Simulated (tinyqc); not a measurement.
# Worked calculation: punch-through p+-n junction, ionisation integral and breakdown

Program tinyqc, `OMP_NUM_THREADS=1 python tinyqc.py 2120033 2120034 out.jsonl`; Intel Xeon 2.30GHz, shared host, one thread, about 0.1 s. Printed values are rounded.

A p+ layer at x < 0 and an n drift layer from x = 0 to L on an n+ substrate. Depletion approximation, built-in voltage neglected. Local ionisation coefficients alpha_n = an exp(-(bn/E)^mx), alpha_p = ap exp(-(bp/E)^mx). Electrons move towards +x, holes towards x = 0.

Inputs (values chosen for the exercise); material values close to those of 4H silicon carbide:
```
symbol   value   unit                                           meaning
eps_r      9.8                                    relative permittivity
an      1.77e8   1/cm  prefactor of the electron ionisation coefficient
bn      3.41e7   V/cm                      field constant for electrons
ap      3.47e8   1/cm      prefactor of the hole ionisation coefficient
bp       2.6e7   V/cm                          field constant for holes
mx           1                                                 exponent
N       1.1e17  cm^-3                  donor density of the drift layer
L         0.94     um                      thickness of the drift layer
V          228      V                                   reverse voltage
fr           1         share of the depleted width that the grid covers
```

Constants: q = 1.602176634e-19 C, eps0 = 8.8541878128e-14 F/cm where lengths are in cm. Results are converted to the units shown.

## Field and ionisation coefficients on a grid

W = sqrt(2 eps0 eps_r V/(q N)), peak field E0 = q N W/(eps0 eps_r), falling linearly to 0 at W; if W > L the layer is punched through: W = L, E0 = V/L + q N L/(2 eps0 eps_r), falling linearly to E1 = V/L - q N L/(2 eps0 eps_r). Grid: 12 equal steps from 0 to fr W.

W = 0.94 um

```
point	x (um)	E (kV/cm)	alpha_n (1/cm)	alpha_p (1/cm)
0	0.000000	3380.14	7356.41	1.58396e5
1	0.078333	3221.04	4469.44	1.08327e5
2	0.156667	3061.94	2578.40	71216.8
3	0.235000	2902.84	1400.43	44715.7
4	0.313333	2743.74	708.640	26601.0
5	0.391667	2584.63	329.739	14844.5
6	0.470000	2425.53	138.780	7673.57
7	0.548333	2266.43	51.7266	3615.73
8	0.626667	2107.33	16.6105	1520.72
9	0.705000	1948.23	4.43073	555.221
10	0.783333	1789.13	0.934321	169.456
11	0.861667	1630.02	0.145397	41.0234
12	0.940000	1470.92	0.0151299	7.30707
```

## Ionisation integrals by the trapezoid rule

G(x) = integral from 0 to x of (alpha_n - alpha_p); I_n = integral of alpha_n exp(-G) (electrons injected at x = 0), I_p = integral of alpha_p exp(G(end) - G) (holes injected at the far edge); M = 1/(1 - I). All integrals by the trapezoid rule on the grid.

```
point	G	alpha_n exp(-G) (1e4 1/cm)
0	0.00000	0.73564
1	-0.99835	1.21291
2	-1.67395	1.37512
3	-2.11244	1.15793
4	-2.38350	0.76837
5	-2.54176	0.41884
6	-2.62812	0.19218
7	-2.67159	0.07481
8	-2.69145	0.02451
9	-2.69949	0.00659
10	-2.70231	0.00139
11	-2.70313	0.00022
12	-2.70332	0.00002
```

I_n = 0.438721
I_p = 0.940335
M_n = 1.78164
M_p = 16.7603

A grid of 1500 steps over the whole width gives I_n = 0.4345 and I_p = 0.9608; the coarse I_n is 0.96 % above and the coarse I_p 2.1 % below those values. Holes multiply more: on this coarse grid M - 1 is 20.2 times as large for them.

## Breakdown voltage by secant steps

G(x) = integral from 0 to x of (alpha_n - alpha_p); I_n = integral of alpha_n exp(-G) (electrons injected at x = 0), I_p = integral of alpha_p exp(G(end) - G) (holes injected at the far edge); M = 1/(1 - I). Secant steps on ln I_n(V) = 0 with the integrals on a fine grid (1500 steps), from the points V = 197 and 223 V; stop when the step is below 1e-7 of V.

Course of the iteration:
```
step	V (V)	I_n	change of V (V)
1	223	0.284513	17.8
2	240.777	1.52322	-4.46
3	236.318	0.952133	0.465
4	236.784	0.998251	0.0172
5	236.801	1.00001	-7.39e-5
6	236.801	1.00000	1.13e-8
```

Breakdown at 236.80 V, with a peak field of 3474 kV/cm and W = 0.9400 um. The integral for holes reaches 1 at the same voltage.
